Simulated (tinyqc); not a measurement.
# Planar ballistic transistor, top-of-the-barrier model: what changes with what

At the top of the source barrier, states moving towards the drain are filled by the source (Fermi level 0) and states moving back by the drain (Fermi level -q Vd); nothing scatters. U is the shift of the band edge there, set by the capacitances CG, CD and CS (the total) and by the charge. Parabolic two-dimensional band; the source is grounded.

Parameters, values chosen for the exercise; mass and valleys close to those of gallium arsenide:
```
symbol   value  unit                                                                 meaning
T          350     K                                                             temperature
m       0.0703    m0                                                          effective mass
gv           1                                                             valley degeneracy
eox        3.9                                   relative permittivity of the gate insulator
tox        3.5    nm                                                     insulator thickness
aG        0.76                                                            gate control CG/CS
aD        0.01                                                           drain control CD/CS
E0        0.21    eV  band edge at the barrier top above the source Fermi level at zero bias
```

Constants: q = 1.602176634e-19 C, kB = 1.380649e-23 J/K, hbar = 1.054571817e-34 J s, m0 = 9.1093837015e-31 kg, Vt = kB T/q, eps0 = 8.8541878128e-14 F/cm where lengths are in cm. Results are converted to the units shown.

Each table varies one quantity; the others keep the values above.

## Effect of the valley degeneracy

N0 = gv m kB T/(pi hbar^2), CG = eps0 eox/tox, vT = sqrt(2 kB T/(pi m)), CS = CG/aG, n0 = n at U = 0 and Vd = 0. eta1 = -(E0 + U)/Vt, eta2 = eta1 - Vd/Vt, n = (N0/2)[F_0(eta1) + F_0(eta2)], F_0(x) = ln(1 + exp x). U = UL + q (n - n0)/CS with UL = -(aG Vg + aD Vd), energies in eV. I = q (N0/2) vT [F_(1/2)(eta1) - F_(1/2)(eta2)] per width, F_(1/2)(x) = (2/sqrt(pi)) int_0^infinity u^(1/2)/(1 + exp(u - x)) du. CQ = (q/Vt) dn/d(eta1). E0 is held fixed.

In this table Vg = 0.5 V, Vd = 0.5 V.

Effect of the valley degeneracy:
```
gv     eta1  n (cm^-2)  I (uA/um)  mean velocity I/(q n) (cm/s)  CQ/CS
1     1.981   9.346e11      434.9                       2.904e7  1.593
2     1.014   1.172e12      494.4                       2.633e7  2.659
3    0.5039   1.297e12      522.7                       2.515e7  3.389
4    0.1658   1.381e12      541.6                       2.448e7  3.924
6   -0.2831   1.492e12      567.9                       2.376e7  4.672
```

What does the table show?

As gv goes from 1 to 6, n rises from 9.35e11 to 1.49e12 cm^-2, the mean velocity falls from 2.90e7 to 2.38e7 cm/s and the current rises from 435 to 568 uA/um. CQ/CS goes from 1.6 to 4.7.

## Output curve

Same model as above.

CQ = (q/Vt) dn/d(eta1).

In this table Vg = 0.5 V.

Output curve:
```
Vd (V)   eta1  n (cm^-2)  I (uA/um)  mean velocity I/(q n) (cm/s)  CQ/CS
0.01    1.085   1.114e12      51.11                       2.864e6  2.587
0.025   1.250   1.075e12      123.1                       7.145e6  2.502
0.05    1.486   1.019e12      227.2                       1.391e7  2.306
0.1     1.791   9.487e11      361.4                       2.378e7  1.877
0.15    1.904   9.250e11      410.6                       2.770e7  1.658
0.2     1.936   9.213e11      423.4                       2.868e7  1.600
0.3     1.955   9.247e11      429.0                       2.895e7  1.588
0.4     1.968   9.296e11      432.0                       2.900e7  1.590
0.6     1.994   9.396e11      437.8                       2.908e7  1.595
0.8     2.020   9.496e11      443.6                       2.916e7  1.600
```

What does the table show?

The current rises from 51.1 to 444 uA/um; n goes from 1.11e12 through a minimum of 9.21e11 (at Vd = 0.2 V among the rows listed) to 9.50e11 cm^-2 and eta1 rises from 1.09 to 2.02. The resistance in the first row is 196 ohm um, though nothing scatters in the channel. The current passes 90 % of its last value at Vd = 0.15 V among the rows, where eta2 = -3.1: the drain no longer fills returning states.

## Effect of the insulator thickness

Same model as above.

CQ = (q/Vt) dn/d(eta1). E0 is held fixed.

In this table Vg = 0.5 V, Vd = 0.5 V.

Effect of the insulator thickness:
```
tox (nm)    eta1  n (cm^-2)  I (uA/um)  mean velocity I/(q n) (cm/s)   CQ/CS
0.5        4.607   2.045e12       1228                       3.747e7  0.2563
0.74       4.191   1.863e12       1079                       3.614e7  0.3774
1.1        3.689   1.644e12      909.1                       3.451e7  0.5556
1.6        3.155   1.416e12      743.3                       3.277e7  0.7946
2.4        2.546   1.161e12      573.0                       3.080e7   1.152
3.6        1.940   9.185e11      425.5                       2.892e7   1.630
5.4        1.362   7.042e11      307.4                       2.725e7   2.226
8         0.8411   5.313e11      220.5                       2.591e7   2.894
```

What does the comparison show?

As tox goes from 0.5 to 8 nm, n falls from 2.04e12 to 5.31e11 cm^-2, the mean velocity falls from 3.75e7 to 2.59e7 cm/s and the current falls from 1230 to 221 uA/um. CQ/CS goes from 0.26 to 2.9. Over the range the current goes as tox^(-0.62) on average. For tox = 0.5 to 0.74 nm the insulator is under 1 nm thick, where gate tunnelling would matter.

Program tinyqc, `OMP_NUM_THREADS=1 python tinyqc.py 2400162 2400163 out.jsonl`; Intel Xeon 2.30GHz, shared host, one thread, about 0.01 s.
